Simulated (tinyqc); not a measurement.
In-plane mass from two subband densities.

Inverse problem. At zero temperature each occupied subband holds N_k = D (EF - E_k), D = md m0 q/(pi hbar^2) per eV. Two subbands are occupied. Find md, EF - E1 and EF - E2.

Constants: q = 1.602176634e-19 C, hbar = 1.054571817e-34 J s, m0 = 9.1093837015e-31 kg. Results are converted to the units shown.

N1, N2 (cm^-2): 7.3098093e11  1.5e11
E2 - E1 = 45.6 meV

Answer. N1 - N2 = D (E2 - E1) gives D and so md; each N_k/D is a distance to EF.

md = 0.0305 m0
EF - E1 = 57.4 meV
EF - E2 = 11.8 meV

tinyqc, about 0.1 s, one thread, Intel Xeon 2.30GHz (shared host): `OMP_NUM_THREADS=1 python tinyqc.py 2140059 2140060 out.jsonl`
